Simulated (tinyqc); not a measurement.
# MOS inversion layer, Poisson-Schroedinger loop: two studies

Electrons confined at an insulator interface at z = 0, treated as a hard wall; parabolic valleys, Hartree approximation, no image or exchange terms. The depletion charge lies far deeper than the electrons and gives a uniform field q Nd/(eps0 eps_r); the gate balances all charge. Energies are counted from the band edge at the interface.

Values chosen for this exercise; masses and permittivity close to those of In0.53Ga0.47As: temperature T = 200 K; relative permittivity eps_r = 13.9; mass along z of valley set A (1 valley(s)) mz1 = 0.0406 m0; in-plane density-of-states mass of set A md1 = 0.041 m0; sheet density of electrons Ns = 8.4e11 cm^-2; sheet density of depletion charge Nd = 1.9e11 cm^-2.

Constants: q = 1.602176634e-19 C, kB = 1.380649e-23 J/K, hbar = 1.054571817e-34 J s, m0 = 9.1093837015e-31 kg, Vt = kB T/q, eps0 = 8.8541878128e-14 F/cm where lengths are in cm, hbar^2/(2 m0) = 0.0380998212 eV nm^2. Results are converted to the units shown.

Each table varies one quantity; the others keep the values above.

## Effect of the sheet density of electrons

Schroedinger equation -(C/mz) psi'' + (V0 + U) psi = E psi, C = hbar^2/(2 m0), psi(0) = 0, on a uniform mesh of 800 nodes with a far wall at 84 nm, 8 levels a set; V0 = q Nd z/(eps0 eps_r); dU/dz = q (Ns - integral of n from 0 to z)/(eps0 eps_r), U(0) = 0; N_k = g md m0 q Vt/(pi hbar^2) ln(1 + exp((EF - E_k)/Vt)), g the number of valleys of the set, sum N_k = Ns. Triangular well: E_k = a_k (C F^2/mz)^(1/3), a_1 = 2.338107, a_2 = 4.087949, C = hbar^2/(2 m0), F in eV/nm. Fang-Howard (all electrons in the lowest level of set A): b^3 = 6 (mz1/C) q (Nd + 11 Ns/32)/(eps0 eps_r), centroid 3/b, level C b^2/(4 mz1) + (3/b) q (Nd + 11 Ns/16)/(eps0 eps_r). The centroid adds 3.9 z_av/eps_r to an oxide-equivalent thickness. Shares under 0.0001 % are printed as 0.

Effect of the sheet density of electrons:
columns A: Ns (cm^-2); B: A1 (meV); C: A2 (meV); D: EF (meV); E: share of A1 (%); F: share of A2 (%); G: centroid z_av (nm); H: added oxide equivalent (nm); I: Fang-Howard centroid (nm)
```
A          B     C     D     E     F     G     H     I
1e11    52.7  86.6  33.3  83.0  13.1  12.4  3.48  11.3
1.7e11  59.6  95.3  51.3  83.2  13.0  12.0  3.36  10.9
3.1e11  72.6   112  78.4  83.3  13.0  11.3  3.17  10.3
5.3e11  91.1   135   112  83.0  13.3  10.6  2.96  9.55
9.4e11   122   174   165  81.7  14.5  9.70  2.72  8.58
1.6e12   164   231   238  79.1  16.7  8.90  2.50  7.60
2.9e12   237   332   363  74.7  20.1  8.04  2.26  6.49
5e12     335   473   539  70.0  23.0  7.28  2.04  5.54
```

What does the comparison show?

As Ns goes from 1e11 to 5e12, A1 rises from 52.7 to 335 meV, the share of A1 goes from 83.0 through a maximum of 83.3 (at Ns = 3.1e11 among the rows listed) to 70.0 % and the centroid falls from 12.4 to 7.28 nm. A1 goes as Ns^(0.64) between the last two rows (a triangular well in the field of that charge alone gives 2/3). EF lies more than 2 meV above A1 for Ns = 3.1e11, 5.3e11, 9.4e11, 1.6e12, 2.9e12, 5e12. The Fang-Howard centroid is 8.7 % below the full one in the first row, where A1 holds 83.0 %, and 24 % below it in the last, where A1 holds 70.0 %. For Ns = 2.9e12, 5e12 the energies exceed 0.25 eV, where non-parabolicity matters for so light a mass.

## Effect of the sheet density of depletion charge

Schroedinger equation -(C/mz) psi'' + (V0 + U) psi = E psi, C = hbar^2/(2 m0), psi(0) = 0, on a uniform mesh of 800 nodes with a far wall at 82 nm, 8 levels a set; V0 = q Nd z/(eps0 eps_r); dU/dz = q (Ns - integral of n from 0 to z)/(eps0 eps_r), U(0) = 0; N_k = g md m0 q Vt/(pi hbar^2) ln(1 + exp((EF - E_k)/Vt)), g the number of valleys of the set, sum N_k = Ns.

Result of one run:
columns A: Nd (cm^-2); B: A1 (meV); C: A2 (meV); D: EF (meV); E: share of A1 (%); F: share of A2 (%); G: centroid z_av (nm); H: added oxide equivalent (nm); I: Fang-Howard centroid (nm)
```
A         B    C    D     E      F     G     H     I
1.6e12  217  354  265  99.8  0.200  5.24  1.47  5.56
```

What becomes of these results when the sheet density of depletion charge Nd is changed from 1.6e12 to 2.9e12 cm^-2, all else the same?

Result of the changed run:
columns A: Nd (cm^-2); B: A1 (meV); C: A2 (meV); D: EF (meV); E: share of A1 (%); F: share of A2 (%); G: centroid z_av (nm); H: added oxide equivalent (nm); I: Fang-Howard centroid (nm)
```
A         B    C    D    E        F     G     H     I
2.9e12  294  493  342  100  0.00556  4.40  1.23  4.67
```

The whole series:
columns A: Nd (cm^-2); B: A1 (meV); C: A2 (meV); D: EF (meV); E: share of A1 (%); F: share of A2 (%); G: centroid z_av (nm); H: added oxide equivalent (nm); I: Fang-Howard centroid (nm)
```
A         B    C    D     E        F     G     H     I
1e11    107  152  143  76.8     16.0  11.6  3.26  9.41
1.7e11  113  162  151  81.0     14.7  10.2  2.85  8.91
3.1e11  124  183  166  87.4     11.0  8.56  2.40  8.15
5.3e11  141  215  186  93.6     6.05  7.26  2.04  7.34
9.4e11  172  272  219  98.4     1.63  6.10  1.71  6.42
1.6e12  217  354  265  99.8    0.200  5.24  1.47  5.56
2.9e12  294  493  342   100  0.00556  4.40  1.23  4.67
5e12    401  683  449   100        0  3.72  1.04  3.94
```

As Nd goes from 1e11 to 5e12, A1 rises from 107 to 401 meV, the share of A1 rises from 76.8 to 100 % and the centroid falls from 11.6 to 3.72 nm. A1 goes as Nd^(0.57) between the last two rows (a triangular well in the field of that charge alone gives 2/3). The Fang-Howard centroid is 19 % below the full one in the first row, where A1 holds 76.8 %, and 6.1 % above it in the last, where A1 holds 100 %. For Nd = 1.6e12, 2.9e12, 5e12 the energies exceed 0.25 eV, where non-parabolicity matters for so light a mass.

Numbers from tinyqc (`OMP_NUM_THREADS=1 python tinyqc.py 2160065 2160066 out.jsonl`; about 0.4 s on one thread of a shared Intel Xeon 2.30GHz).
